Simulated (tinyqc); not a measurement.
# An infinitely deep well in a field (quantum-confined Stark shift), Airy functions: what changes with what

Hard walls at x = -L/2 and +L/2; between them U(x) = -F x (eV, zero at the centre). C = hbar^2/(2 m0), e = (C F^2/m1)^(1/3), z1 = (F L/2 - E)/e at the left wall and z2 = (-F L/2 - E)/e at the right wall. Levels are the roots of D(E) = Ai(z1) Bi(z2) - Ai(z2) Bi(z1).

Parameters, values chosen for the exercise:
```
symbol   value  unit     meaning
m1        0.38    m0        mass
L         17.1    nm  well width
F       0.0011  V/nm       field
```

Constants: q = 1.602176634e-19 C, hbar = 1.054571817e-34 J s, m0 = 9.1093837015e-31 kg, hbar^2/(2 m0) = 0.0380998212 eV nm^2. Results are converted to the units shown.

Each table varies one quantity; the others keep the values above.

## The Stark shift against field

Exact shifts E_n(F) - E_n(0) from the roots of D; <x> = -dE_1/dF. E_n(0) = C (n pi/L)^2/m1; second-order shift m1 F^2 L^4 (1 - 15/(pi n)^2)/(48 C pi^2 n^2).

The Stark shift against field:
```
F (V/nm)	F L/E_1(0)	shift of level 1 (meV)	second order, 1 (meV)	shift of level 2 (meV)	second order, 2 (meV)	<x> of level 1 (nm)
0.00017	0.8590	-0.02700	-0.02704	0.008026	0.008064	0.3172
0.00028	1.415	-0.07308	-0.07336	0.02160	0.02188	0.5199
0.00045	2.274	-0.1876	-0.1895	0.05468	0.05651	0.8256
0.00075	3.790	-0.5124	-0.5264	0.1435	0.1570	1.331
0.0012	6.064	-1.264	-1.347	0.3215	0.4018	1.986
0.002	10.11	-3.220	-3.743	0.6214	1.116	2.845
0.0033	16.67	-7.521	-10.19	0.6065	3.039	3.689
```

What does the comparison show?

The shift of level 1 falls from -0.0270 to -7.52 meV, as F^(2.00) between the first two rows and F^(1.69) between the last two (second order: power 2). Second order is 0.15 % above it in size in the first row and 35 % above it in the last. The shift of level 2 goes from 0.00803 through a maximum of 0.621 (at F = 0.002 V/nm among the rows listed) to 0.607 meV.

## The Stark shift against well width

Same model as above.

The Stark shift against well width:
```
L (nm)	F L/E_1(0)	shift of level 1 (meV)	second order, 1 (meV)	shift of level 2 (meV)	second order, 2 (meV)	<x> of level 1 (nm)
9.7	1.015	-0.1170	-0.1172	0.03473	0.03496	0.2123
11.7	1.780	-0.2466	-0.2481	0.07252	0.07400	0.4457
13.6	2.796	-0.4463	-0.4530	0.1286	0.1351	0.7996
15.6	4.220	-0.7588	-0.7843	0.2093	0.2339	1.337
17.6	6.060	-1.192	-1.271	0.3033	0.3789	2.044
19.6	8.370	-1.748	-1.954	0.3865	0.5828	2.888
21.6	11.20	-2.418	-2.883	0.4218	0.8596	3.820
23.5	14.43	-3.140	-4.039	0.3734	1.204	4.746
```

The shift of level 1 falls from -0.117 to -3.14 meV, as L^(3.98) between the first two rows and L^(3.10) between the last two (second order: power 4). Second order is 0.20 % above it in size in the first row and 29 % above it in the last. The shift of level 2 goes from 0.0347 through a maximum of 0.422 (at L = 21.6 nm among the rows listed) to 0.373 meV.

Program tinyqc, `OMP_NUM_THREADS=1 python tinyqc.py 2580025 2580026 out.jsonl`; Intel Xeon 2.30GHz, shared host, one thread, about 0.03 s.
